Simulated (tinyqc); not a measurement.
Geometry alone against geometry with stress: oxidation of curved silicon (wires and holes): cylindrical Deal-Grove kinetics with stress-retarded reaction. Computed by tinyqc, a small Python program. Command: `OMP_NUM_THREADS=1 python tinyqc.py 3028219 3028220 out.jsonl wireox walk`. One thread of a shared host (Intel(R) Xeon(R) Processor @ 2.30GHz), about 0.02 s of CPU time with the checks.

Silicon fills r > a and oxide b < r < a. One volume of silicon gives 2.25 volumes of oxide, and the length is fixed.

Inputs (values chosen for the exercise, close to those used for silicon in dry oxygen): prefactor B0 = 749 um^2/h; activation energy E_B = 1.22 eV; prefactor (B/A)0 = 4.58e+06 um/h; activation energy E_A = 2.02 eV; starting silicon radius a0 = 87 nm; starting oxide x_i = 3 nm; viscosity prefactor eta0 = 4.2e-09 Pa s; viscosity energy E_eta = 5.56 eV; critical shear stress s_c = 67 MPa; activation volume V_k = 10 angstrom^3; temperature T = 875 C; time t = 5.1 h.

Shape: hole (concave).

Constants: k_B = 8.617333262e-05 eV/K.

Method:
- B = B0 exp(-E_B/(k_B T)), B/A = (B/A)0 exp(-E_A/(k_B T)), eta = eta0 exp(E_eta/(k_B T)); 1 um = 1000 nm.
- Temperatures in kelvin are T(C) + 273.15.
- Geometry: b^2 = b0^2 - 1.25 (a^2 - a0^2), b0 = a0 - x_i.
- Rate of oxide made per interface area: q = 1/[1/k + 2 a |ln(b/a)|/B], and |da/dt| = q/2.25. Reaction k = (B/A) exp(-sigma V_k/(k_B T)). New oxide pushes the old with radial speed u = 1.25 |da/dt| at r = a; the shear stress at radius r is s_c asinh(z a^2/r^2), z = 2 eta u/(a s_c) (Eyring flow), and the compressive normal stress at the interface is sigma = |int_a^b 2 s/r dr| = s_c |F(z) - F(z a^2/b^2)|, F(y) = int_0^y asinh(w)/w dw. q and sigma are solved together. 1 MPa angstrom^3 = 6.241509e-6 eV.
- Integrate da/dt adaptively (tolerance 1e-8); a wire counts as consumed at a = 0.5 nm and a hole as closed at b = 0.5 nm. Planar reference: x^2 + A x = B t + x_i^2 + A x_i, A = B/(B/A).
- A dash marks a stress-free run that has consumed the wire or closed the hole.

B = 3306.13 nm^2/h

B/A = 6.22475 nm/h

low-stress viscosity eta = 1.06842e+16 Pa s

k_B T = 0.0989399 eV

Oxide thickness (nm):
```
t (h)   planar  curved, no stress  curved, with stress  a (nm)  sigma (MPa)
0.153    3.940              3.962                3.933   87.41        54.61
0.510    6.121              6.215                6.091   88.33        84.64
1.020    9.207              9.460                9.130   89.62       127.06
2.040   15.276             16.043               15.065   92.05       210.67
3.570   24.142             26.180               23.657   95.38       334.67
5.100   32.744             36.697               31.937   98.39       459.40
7.650   46.555             55.424               45.196  102.77       676.22
10.200  59.781             76.922               57.963  106.45       917.02
```

What does the comparison show, and why?

At 10.2 h the thickness is 1.287 of the planar value from geometry alone and 0.970 with stress. In a hole the oxide is squeezed into a smaller circumference, which thickens it, while the oxidant must spread over a larger interface. Stress and geometry both count. Caution: elasticity of the oxide, stress-dependent diffusion and thin-oxide enhancement are left out.
